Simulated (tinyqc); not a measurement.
Worked calculation: one-electron ion in a basis of Gaussians. One step of it, computed by the program tinyqc.

Task: Generalised eigenproblem. Solve H C = S C e through S^(-1/2); each column has its largest component positive (the first on a tie).

H = T + V (hartree), lower triangle:
```
           1          2          3          4
1  -2.602398
2  -2.885907  -3.425399
3  -2.918635  -3.723439  -3.807069
4  -2.726718  -3.911689  -3.922948  -2.214619
```

S, lower triangle:
```
          1         2         3         4
1  1.000000
2  0.866683  1.000000
3  0.590882  0.866807  1.000000
4  0.347133  0.590882  0.866683  1.000000
```

Give: eigenvalues of S; eigenvalues; coefficients.

Result:

eigenvalues of S: 0.0141  0.1264  0.7720  3.0875

eigenvalues (hartree): -4.3205  -0.9018  2.7656  13.2712

coefficients:
```
        1        2        3        4
1  0.0216   1.8699  -1.9242   1.1430
2  0.5698  -1.4023   4.0563  -3.5992
3  0.1273   0.1895  -2.4030   5.0865
4  0.3910  -0.2822  -0.0431  -2.8761
```

For Z = 3 and l = 0 the exact lowest level is -Z^2/(2 n^2) with n = l + 1: -4.500000 hartree.
